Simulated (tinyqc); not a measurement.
# Surface Green function of a chain with one s and one p orbital a site, Sancho-Rubio decimation: densities of states against energy

A semi-infinite lead of cells 0, 1, 2, ... with H0 inside a cell and H1 = <cell i|H|cell i + 1>. H1 = [[-vss, vsp], [-vsp, vpp]]. z = E + i eta.

Start with e_s = e = H0, a = H1, b = H1^dagger. Each round: g = (z - e)^(-1); e_s <- e_s + a g b; e <- e + a g b + b g a; a <- a g a; b <- b g b (all with the old a, b). Round k joins cells 2^k apart. Stop when the largest entry of the matrices a and b is below 1e-12 eV; g_s = (z - e_s)^(-1), bulk (z - e)^(-1), density of states -Im Tr/pi. Here eta = 0.01 eV. Open modes are the crossings of E with the bands of H0 + H1 exp(ik) + H1^dagger exp(-ik) for 0 < k < pi.

H0 (eV):

|  | s | p |
|---|---|---|
| s | -2.1 | 0 |
| p | 0 | 1.23 |

H1 (eV):

|  | s | p |
|---|---|---|
| s | -2.7 | 1.21 |
| p | -1.21 | 3.19 |

Densities of states against energy:

| E (eV) | open modes | rounds | surface (1/eV) | bulk (1/eV) |
|---|---|---|---|---|
| -8.25 | 0 | 6 | 3.330e-4 | 9.314e-4 |
| -6.74 | 1 | 13 | 0.07427 | 0.1271 |
| -5.23 | 1 | 14 | 0.1338 | 0.1076 |
| -3.72 | 2 | 14 | 0.2001 | 0.2074 |
| -2.21 | 0 | 7 | 0.001556 | 0.001500 |
| -0.7 | 0 | 7 | 0.1507 | 4.916e-4 |
| 0.82 | 0 | 7 | 0.001742 | 0.001135 |
| 2.33 | 2 | 14 | 0.1804 | 0.2395 |
| 3.84 | 1 | 14 | 0.1141 | 0.06886 |
| 5.35 | 1 | 14 | 0.08953 | 0.07362 |
| 6.86 | 1 | 13 | 0.05444 | 0.1146 |
| 8.37 | 0 | 6 | 2.513e-4 | 7.891e-4 |

What does the comparison show?

The bands of the infinite lead run over -7.50 to -2.89, 1.69 to 7.61 eV. The rounds lie between 6 and 14, 6.6 on average outside the bands and 13.7 inside. The surface density of states is largest at E = -3.72 eV among the rows (0.200 1/eV, bulk 0.207).

Program tinyqc, `OMP_NUM_THREADS=1 python tinyqc.py 2680135 2680136 out.jsonl`; Intel Xeon 2.30GHz, shared host, one thread, about 0.02 s.
